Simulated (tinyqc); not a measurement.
Inside a calculation. Method: Hueckel theory of the pi electrons, for the molecule [CH2]C([CH2])=C(Cl)C=O (SMILES; centres numbered as the heavy atoms are written). One step of it, computed by the program tinyqc.

Problem. Energy, charges, bond orders. E = sum n x; q_r = z_r - P_rr; bond order p = P_rs; free valence = sqrt(3) - sum of p over the bonds of the atom.

x values: 2.319350  1.947499  1.573238  0.364937  0.000000  -0.981390  -1.883634

occupations: 2.000000  2.000000  2.000000  2.000000  0.000000  0.000000  0.000000

charge and bond-order matrix P:
```
,1C,2C,3C,4C,5Cl,6C,7O
1C,0.549380,0.641820,0.549380,-0.104585,0.003091,-0.231257,0.136976
2C,0.641820,0.994176,0.641820,0.411614,-0.028759,0.029652,-0.070479
3C,0.549380,0.641820,0.549380,-0.104585,0.003091,-0.231257,0.136976
4C,-0.104585,0.411614,-0.104585,1.223220,0.070498,0.805059,-0.325240
5Cl,0.003091,-0.028759,0.003091,0.070498,1.993508,-0.078044,0.032168
6C,-0.231257,0.029652,-0.231257,0.805059,-0.078044,0.901368,0.477726
7O,0.136976,-0.070479,0.136976,-0.325240,0.032168,0.477726,1.788968
```

Centres:
```
centre,"z_r, pi electrons of the neutral centre",h
1C,1,0.000000
2C,1,0.000000
3C,1,0.000000
4C,1,0.000000
5Cl,2,2.200000
6C,1,0.000000
7O,1,1.140000
```

Bonds:
```
i,j,k
1,2,1
2,3,1
2,4,1
4,5,0.340000
4,6,1
6,7,0.980000
```

Give: pi energy = 8 alpha + this times beta; pi charges; Bond orders and lengths from R = 1.517 - 0.180 p; free valence of the carbons; gap between the highest filled and the next level.

Solution.

pi energy = 8 alpha + this times beta = 12.410

pi charges: 1C 0.451, 2C 0.006, 3C 0.451, 4C -0.223, 5Cl 0.006, 6C 0.099, 7O -0.789

Bond orders and lengths from R = 1.517 - 0.180 p (angstrom, C-C alone):
```
bond,p,R
1-2,0.642,1.401
2-3,0.642,1.401
2-4,0.412,1.443
4-5,0.070,-
4-6,0.805,1.372
6-7,0.478,-
```

free valence of the carbons: 1C 1.090, 2C 0.037, 3C 1.090, 4C 0.445, 6C 0.449

gap between the highest filled and the next level = 0.365 |beta|
